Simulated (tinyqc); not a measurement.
Sweep of alpha: linear model of a band gap against the share of exact exchange.

E(alpha) = E0 + S alpha. A wider gap screens less, modelled in the Penn form eps(alpha) = 1 + (e0 - 1)(EP/(EP + S alpha))^2 with a scale EP chosen for the exercise. A dielectric-dependent hybrid takes alpha = 1/eps.

Inputs chosen for the exercise (of the order of those of Ge; not measured data):

| symbol | value | unit | meaning |
|---|---|---|---|
| E0 | 0.08 | eV | gap of the semi-local functional |
| S | 5.05 | eV | slope dE/d(alpha) |
| e0 | 16.96 |  | optical dielectric constant at alpha = 0 |
| EP | 8.4 | eV | energy scale of the screening |
| Et | 0.74 | eV | target gap |

Also the exciton scale relative to alpha = 0, (m/m(0))(eps(0)/eps)^2, with a mass proportional to E + D, D = E0/2 + 0.3 eV, a k.p rule for direct gaps only.

Results:

| alpha | E (eV) | eps | alpha eps | exciton scale |
|---|---|---|---|---|
| 0.00 | 0.080 | 16.960 | 0.000 | 1.00 |
| 0.05 | 0.333 | 16.042 | 0.802 | 1.79 |
| 0.10 | 0.585 | 15.201 | 1.520 | 2.74 |
| 0.15 | 0.838 | 14.429 | 2.164 | 3.87 |
| 0.20 | 1.090 | 13.718 | 2.744 | 5.20 |
| 0.25 | 1.343 | 13.062 | 3.265 | 6.75 |
| 0.35 | 1.847 | 11.893 | 4.163 | 10.59 |
| 0.50 | 2.605 | 10.435 | 5.218 | 18.52 |

alpha eps reaches 1 between alpha = 0.05 and 0.1 (fixed point 0.063), and the target gap is met between 0.1 and 0.15. At the fixed point the gap is 0.40 eV, -0.34 eV from the target. From 0 to 0.25 the gap grows by 1.26 eV while eps falls by 23 %; the exciton scale, which takes both, grows by a factor of 6.75 (formal for an indirect gap).

Computed by tinyqc, a small Python program: `OMP_NUM_THREADS=1 python tinyqc.py 1880514 1880515 out.jsonl` (the numbers bound the seed that draws the inputs); one thread of a shared host (Intel(R) Xeon(R) Processor @ 2.30GHz), about 0.01 s for the whole set of steps.
